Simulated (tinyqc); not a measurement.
Double-gate transistor, scale length and short-channel effects: two steps of the calculation.

A body of thickness ts between two insulators of thickness ti and two tied gates. Below threshold the potential that source and drain add obeys Laplace's equation and vanishes on the gate. Its lowest mode decays along the channel as exp(-k y); k is the smallest positive root of the matching condition at the interface, and the scale length is Lambda = pi/k.

Values chosen for this exercise; permittivities: semiconductor close to that of gallium nitride, insulator close to that of aluminium oxide:
- T = 300 K (temperature)
- eps_r = 9.33 (relative permittivity of the semiconductor)
- ei = 8.77 (relative permittivity of the insulator)
- ti = 1.8 nm (insulator thickness)
- ts = 8.2 nm (body thickness)
- L = 27 nm (channel length)
- Vbi = 0.91 V (potential of the source)
- sT = 0.63 V (potential of the barrier top at threshold)
- VTL = 0.3 V (long-channel threshold)
- m = 1 (long-channel body factor)
- Vds = 0.6 V (drain voltage)

Constants: q = 1.602176634e-19 C, kB = 1.380649e-23 J/K, Vt = kB T/q. Results are converted to the units shown.

Task 1. Scale length against simple estimates. Lambda = pi/k and l = 1/k. A parabolic potential across the structure gives l(parabolic) = sqrt((eps_r/(2 ei)) ts ti (1 + ei ts/(4 eps_r ti))).

k = 0.26191532 1/nm

Find: Lambda; l; l(parabolic).

Result 1.

Lambda = 11.995 nm
l = 3.8180 nm
l(parabolic) = 4.0319 nm

Task 2. Threshold shift, barrier position and swing. Along the channel psi(y) = s + a exp(y/l) + b exp(-y/l) with psi(0) = Vbi, psi(L) = Vbi + Vds and l = 1/k = Lambda/pi; with A = Vbi - s, B = A + Vds, x = exp(-L/l): a = (B - A x) x/(1 - x^2), b = (A - B x)/(1 - x^2). The minimum is s + 2 sqrt(a b), at y = (l/2) ln(b/a). The long-channel potential follows the gate as s = sT + (Vg - VTL)/m, and the threshold VT is the gate voltage at which the minimum equals sT. Swing = m Vt ln 10/g at threshold, g = d(minimum)/ds = 1 - (b x + a)/((1 + x) sqrt(a b)).

l = 3.8180278 nm

Find: s at threshold; a; b; position of the minimum; VT; swing.

Result 2.

s at threshold = 0.5990 V
a = 7.730e-4 V
b = 0.3102 V
position of the minimum = 11.44 nm
VT = 0.2690 V
swing = 63.79 mV/decade

The threshold lies 31.0 mV below the long-channel value, and the barrier top sits at 0.42 L from the source.

Numbers from tinyqc (`OMP_NUM_THREADS=1 python tinyqc.py 2420125 2420126 out.jsonl`; about 0.01 s on one thread of a shared Intel Xeon 2.30GHz).
